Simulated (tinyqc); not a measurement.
## Fully depleted semiconductor-on-insulator film with two gates, non-linear Poisson equation by Newton steps: threshold and coupling against the buried-oxide thickness

One dimension across the film, front interface at x = 0, back interface at x = ts. psi is counted from the intrinsic level, n = ni exp(psi/Vt) (source grounded), holes neglected, acceptors ionised. Gates act through Cox = eps0 eox/tox and Cbox = 3.9 eps0/tb with potentials G1 = Vg - (phiM - chi - Vt ln(Nc/ni)) and G2 = Vb - (phiB - chi - Vt ln(Nc/ni)). Classical Boltzmann densities, no interface charge, no depletion in the back plane.

ni = sqrt(Nc Nv) exp(-Eg/(2 Vt)), Eg in volts. The Poisson equation eps0 eps_r d2psi/dx2 = q (n + Na), with -eps0 eps_r dpsi/dx = Cox (G1 - psi) at x = 0 and eps0 eps_r dpsi/dx = Cbox (G2 - psi) at x = ts, is solved on 300 equal intervals with half boxes at both ends; N_inv is the trapezoid sum of n. VT is the Vg for N_inv = 1e11 cm^-2; -dVT/dVb from the linearised equation. Limits with Cs = eps0 eps_r/ts: front channel Cs Cbox/(Cox (Cs + Cbox)), back channel Cbox (Cox + Cs)/(Cox Cs). Swing at N_inv = 1e8 cm^-2.

Inputs (values chosen for the exercise); band and dielectric values close to those of silicon:
- T = 350 K (temperature)
- Eg = 1.14 eV (band gap)
- eps_r = 11.5 (relative permittivity)
- Nc = 3.47e19 cm^-3 (conduction-band density of states at T)
- Nv = 3.39e19 cm^-3 (valence-band density of states at T)
- chi = 4.03 eV (electron affinity)
- eox = 3.9 (relative permittivity of the gate insulator (close to silicon dioxide))
- tox = 1.2 nm (insulator thickness)
- ts = 20 nm (film thickness)
- Na = 1e15 cm^-3 (acceptor density of the film)
- phiM = 4.57 eV (work function of the front gate)
- phiB = 4.53 eV (work function of the back plane)
- Vb = 0.4 V (back-gate voltage)

Constants: q = 1.602176634e-19 C, kB = 1.380649e-23 J/K, Vt = kB T/q, eps0 = 8.8541878128e-14 F/cm where lengths are in cm. Results are converted to the units shown.

Results:

| tb (nm) | VT (V) | centroid/ts at VT | -dVT/dVb | front-channel limit | back-channel limit | swing (mV/decade) |
|---|---|---|---|---|---|---|
| 6 | 0.303 | 0.655 | 0.655 | 0.0939 | 1.33 | 144 |
| 16 | 0.335 | 0.552 | 0.248 | 0.0527 | 0.499 | 94.4 |
| 27 | 0.344 | 0.518 | 0.148 | 0.0355 | 0.296 | 83.3 |
| 45 | 0.349 | 0.496 | 0.0891 | 0.0232 | 0.177 | 77.3 |
| 73 | 0.352 | 0.482 | 0.0551 | 0.0150 | 0.109 | 74.1 |
| 120 | 0.355 | 0.473 | 0.0336 | 0.00947 | 0.0665 | 72.3 |
| 200 | 0.356 | 0.467 | 0.0202 | 0.00580 | 0.0399 | 71.1 |

Estimate the missing row, tb = 9.9 nm.

Computed row:

| tb (nm) | VT (V) | centroid/ts at VT | -dVT/dVb | front-channel limit | back-channel limit | swing (mV/decade) |
|---|---|---|---|---|---|---|
| 9.9 | 0.322 | 0.596 | 0.398 | 0.0719 | 0.806 | 112 |

With this row back in the table: As tb goes from 6 to 200, VT rises from 0.303 to 0.356 V, the centroid falls from 0.655 to 0.467 of ts and -dVT/dVb falls from 0.655 to 0.0202. The coupling covers 45.4 % of the way from the front-channel to the back-channel limit in the first row and 42.3 % in the last.

Computed by the program tinyqc: `OMP_NUM_THREADS=1 python tinyqc.py 2190136 2190137 out.jsonl`, one thread of a shared Intel Xeon 2.30GHz, about 0.5 s for the whole run.
